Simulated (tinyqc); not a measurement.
Two-sublattice mean-field magnet: ferrimagnet, compensation points and susceptibility: one step, computed by the program tinyqc.

A random alloy A(1-x)B(x) with H = -sum over pairs J S_i.S_j. a = <S_A> and b = <S_B> are taken along z, a > 0. Exchange fields: h_A = (1 - x) zJ_AA a + x zJ_AB b, h_B = (1 - x) zJ_AB a + x zJ_BB b; a = S_A B_(S_A)(S_A h_A/(k_B T)) and likewise for b, with the Brillouin function B_S(y) = [(2S + 1)/(2S)] coth[(2S + 1) y/(2S)] - [1/(2S)] coth[y/(2S)].

Task: Ordering temperature. Linearised, T (a, b) = M (a, b) with M_ij = S_i (S_i + 1) c_j zJ_ij/(3 k_B), c_A = 1 - x, c_B = x. T_c is the larger eigenvalue, and its eigenvector gives b/a at onset, (T_c - M_AA)/M_AB.

Inputs (values chosen for the exercise, for a model ferrimagnet): spin S_A = 1.5; spin S_B = 3.5; fraction x of B sites = 0.15; z J_AA = 17.5 meV; z J_BB = 2.5 meV; z J_AB = -6.2 meV; T over T_c = 0.41.

Constants: k_B = 8.617333262e-05 eV/K.

Give: M; eigenvalues; T_c; b/a at onset; T.

Result:

M (K), rows A, B:
$$\begin{pmatrix}
215.8 & -13.5 \\
-321.1 & 22.8
\end{pmatrix}$$

eigenvalues (K): [2.5, 236.1]

T_c = 236.1 K

b/a at onset = -1.506

T = 96.79 K

The antiferromagnetic A-B coupling raises T_c by 20 K over that of A alone.
